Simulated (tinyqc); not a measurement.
Equilibrium and kinetic segregation of a solute to boundaries and growing surfaces: one step, computed by the program tinyqc. Command: `OMP_NUM_THREADS=1 python tinyqc.py 3022354 3022355 out.jsonl segreg walk`. One thread of a shared host (Intel(R) Xeon(R) Processor @ 2.30GHz), about 0.01 s of CPU time with the checks.

Problem. Depletion of small grains. With theta the solute fraction on boundary sites and x that in the grains, theta/(1 - theta) = [x/(1 - x)] exp[Q/(k_B T)]. Finite grains: boundary sites are the fraction f = 3 delta/d, and x0 = (1 - f) x + f theta; solve both equations for theta; share at boundaries = f theta/x0.

Inputs (values chosen for the exercise, modelled on a solute in a copper line):
```
quantity                  value  unit
segregation energy Q      0.468    eV
total solute fraction x0  0.012     -
temperature T              1325     K
grain size d                810    nm
boundary thickness delta   0.62    nm
```

Isotherm: Langmuir-McLean.

Constants: k_B = 8.617333262e-05 eV/K.

Give: site fraction f; coverage theta; fraction x left in the grains; share of solute at boundaries; enrichment theta/x.

Solution.

site fraction f = 0.0022963

coverage theta = 0.40349

fraction x left in the grains = 0.011099

share of solute at boundaries = 7.7211 %

enrichment theta/x = 36.354
